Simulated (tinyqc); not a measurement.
Gaps against temperature: band gaps under pressure and temperature from deformation potentials.

Murnaghan: V/V0 = (1 + Bp P/B0)^(-1/Bp), B0 = (C11 + 2 C12)/3. Each gap moves by a ln(V/V0) with its volume potential a, and falls with temperature by aV T^2/(T + bV) (Varshni); the two effects are added. No change of phase is considered.

Constants: hc = 1239.841984 eV nm.

Values chosen for the exercise (near those of Ge, the X and L potentials typical of such crystals; the results hold for these values, not for the real material):
- Eg = 0.899 eV (gap at Gamma to the s-like level at 0 K, 0 GPa)
- EgX = 0.918 eV (gap to X at 0 K, 0 GPa)
- EgL = 0.738 eV (gap to L at 0 K, 0 GPa)
- C11 = 130.8 GPa
- C12 = 48.2 GPa
- Bp = 4.94 (pressure derivative of the bulk modulus)
- aG = -9.33 eV (volume potential of the Gamma gap)
- aX = 2.05 eV (volume potential of the X gap)
- aL = -2.65 eV (volume potential of the L gap)
- aV = (0.579, 0.475, 0.456) meV/K (Varshni alpha of Gamma, X, L)
- bV = (285, 217, 237) K (Varshni beta of Gamma, X, L)
- P = 5.4 GPa (pressure)

At the pressure P; wavelength hc/E of the lowest gap.

Gaps (eV):
```
T (K)   Gamma       X       L  lowest  wavelength (nm)
0      1.4689  0.7928  0.8999       X           1563.9
50     1.4646  0.7883  0.8959       X           1572.7
100    1.4539  0.7778  0.8863       X           1594.1
200    1.4212  0.7472  0.8581       X           1659.3
300    1.3798  0.7101  0.8235       X           1746.0
400    1.3337  0.6696  0.7853       X           1851.6
500    1.2845  0.6272  0.7452       X           1976.9
600    1.2334  0.5835  0.7037       X           2124.9
```

What does the comparison show?

From 0 to 100 K the Gamma gap falls by 15.0 meV, from 500 to 600 K by 51.1 meV: quadratic below bV, linear with a slope tending to aV = 0.579 meV/K above. X stays lowest. A pressure of 0.72 GPa, with the slope -aG/B0 at zero pressure, would undo the fall of the Gamma gap from 0 to 300 K.

Run: tinyqc, `OMP_NUM_THREADS=1 python tinyqc.py 1080874 1080875 out.jsonl`; Intel(R) Xeon(R) Processor @ 2.30GHz, one thread, shared host; about 0.01 s of CPU time with all checks.
